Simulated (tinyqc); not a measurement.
## Margin needed against array size

Cells fail independently with probability Q(k) = erfc(k/sqrt(2))/2 when the margin is k standard deviations, and Y = exp(-Nb Q(k)). phi = exp(-k^2/2)/sqrt(2 pi).  k solves Y = exp(-Nb Q(k)); the estimate is sqrt(2 ln(Nb/(-ln Y))).

Values chosen for this exercise: wanted yield Y = 0.999.

Results:
```
Nb	allowed Q	k	estimate
256	3.908e-6	4.470	4.990
4096	2.443e-7	5.031	5.518
65536	1.527e-8	5.538	6.000
1048576	9.542e-10	6.005	6.445
16777216	5.963e-11	6.440	6.862
4294967296	2.329e-13	7.235	7.627
```

Estimate the missing row, Nb = 268435456.

Computed row:
```
Nb	allowed Q	k	estimate
268435456	3.727e-12	6.849	7.255
```

With this row back in the table: A 1.68e7-fold larger array raises k only from 4.47 to 7.23; the last factor of 16 costs 0.39 standard deviations. The estimate, which drops the factor 1/(k sqrt(2 pi)) of the tail, is 12 % above k in the first row and 5.4 % above it in the last.

Program tinyqc, `OMP_NUM_THREADS=1 python tinyqc.py 2090168 2090169 out.jsonl`; Intel Xeon 2.30GHz, shared host, one thread, about 0.01 s.
